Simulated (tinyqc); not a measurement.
One-sided p+-n junction, ionisation integral and breakdown: one step of the calculation.

A p+ layer at x < 0 and an n drift layer from x = 0. Depletion approximation, built-in voltage neglected. Local ionisation coefficients alpha_n = an exp(-(bn/E)^mx), alpha_p = ap exp(-(bp/E)^mx). Electrons move towards +x, holes towards x = 0.

Task. Ionisation integrals by the trapezoid rule. G(x) = integral from 0 to x of (alpha_n - alpha_p); I_n = integral of alpha_n exp(-G) (electrons injected at x = 0), I_p = integral of alpha_p exp(G(end) - G) (holes injected at the far edge); M = 1/(1 - I). All integrals by the trapezoid rule on the grid.

```
point     x (um)  alpha_n (1/cm)  alpha_p (1/cm)
0       0.000000       53.316822       6915.9183
1       1.067498       30.300233       4612.6995
2       2.134997       16.473246       2980.3331
3       3.202495       8.5213215       1858.1874
4       4.269993       4.1674570       1112.8907
5       5.337491       1.9125959       636.83298
6       6.404990      0.81641391       345.97700
7       7.472488      0.32072147       177.09952
8       8.539986      0.11447930       84.636719
9       9.607484     0.036555961       37.345173
10     10.674983     0.010245429       15.007268
11     11.742481    0.0024611674       5.3997906
```

Find: G; alpha_n exp(-G); I_n; I_p; M_n; M_p.

Result.

```
point       G  alpha_n exp(-G) (1/cm)
0       0.000                   53.32
1      -0.611                   55.81
2      -1.014                   45.39
3      -1.271                   30.36
4      -1.428                   17.39
5      -1.522                    8.76
6      -1.574                    3.94
7      -1.602                    1.59
8      -1.616                    0.58
9      -1.622                    0.19
10     -1.625                    0.05
11     -1.626                    0.01
```

I_n = 0.02036
I_p = 0.7895
M_n = 1.021
M_p = 4.752

tinyqc, about 0.1 s, one thread, Intel Xeon 2.30GHz (shared host): `OMP_NUM_THREADS=1 python tinyqc.py 2120126 2120127 out.jsonl`
